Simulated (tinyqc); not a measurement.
Threshold switch as oscillator and as selector in a crossbar: two steps of the calculation.

Off state: I = Ith sinh(V/V0)/sinh(Vth/V0) up to Vth. On state: V = Vh + I Ron down to the holding current Ih, at Vl = Vh + Ih Ron. Switching is instantaneous.

Parameters, values chosen for the exercise; values of the order of Ge-Sb-Te and related chalcogenides:
- Vth = 2.5 V (threshold voltage)
- Vh = 1.18 V (holding voltage)
- Ron = 1.2 kohm (on-state resistance)
- Ith = 0.12 uA (current at threshold)
- V0 = 0.12 V (voltage scale of the off-state sinh)
- Ih = 9.9 uA (holding current)
- C = 46 fF (capacitance across the switch)
- N = 4096 (rows and columns of the array)
- Vs = 3.19 V (supply voltage)
- RL = 380 kohm (load resistance)

Problem 1. Relaxation oscillation. With a load RL from Vs and C across the switch, it oscillates if the load line misses both branches: (Vs - Vl)/Ih < RL < (Vs - Vth)/Ith. Charging without leakage takes RL C ln[(Vs - Vl)/(Vs - Vth)]; discharging takes (RL || Ron) C ln[(Vth - Ve)/(Vl - Ve)], Ve = (Vs Ron + Vh RL)/(Ron + RL).

Find: Vl; smallest RL; largest RL; charging time; Ve; discharging time; frequency.

Solution 1.

Vl = 1.192 V
smallest RL = 201.8 kohm
largest RL = 5750 kohm
charging time = 18.59 ns
Ve = 1.186 V
discharging time = 0.3008 ns
frequency = 52.95 MHz

With the off-state leakage included the charging takes 18.74 ns, 0.86 % above this value.

Problem 2. Leakage in a crossbar. In an N x N array driven at Vs, the V/2 scheme puts Vs/2 on 2 (N - 1) cells; the V/3 scheme puts Vs/3 on all N^2 - 1 others, N - 1 of them on the selected row. Row leakage is (N - 1) I; wasted power is the number of cells times V I.

Give: I at Vs/2; row leakage, V/2; wasted power, V/2; I at Vs/3; row leakage, V/3; wasted power, V/3.

Solution 2.

I at Vs/2 = 0.06366 nA
row leakage, V/2 = 0.2607 uA
wasted power, V/2 = 0.8316 uW
I at Vs/3 = 7.581e-4 nA
row leakage, V/3 = 0.003104 uA
wasted power, V/3 = 13.52 uW

The V/3 scheme cuts the row leakage by 84.0 and raises the wasted power by a factor of 16.3.

Range of the model: Delay times, drift of Vth and line resistance are left out.

Numbers from tinyqc (`OMP_NUM_THREADS=1 python tinyqc.py 2490113 2490114 out.jsonl`; about 0.01 s on one thread of a shared Intel Xeon 2.30GHz).
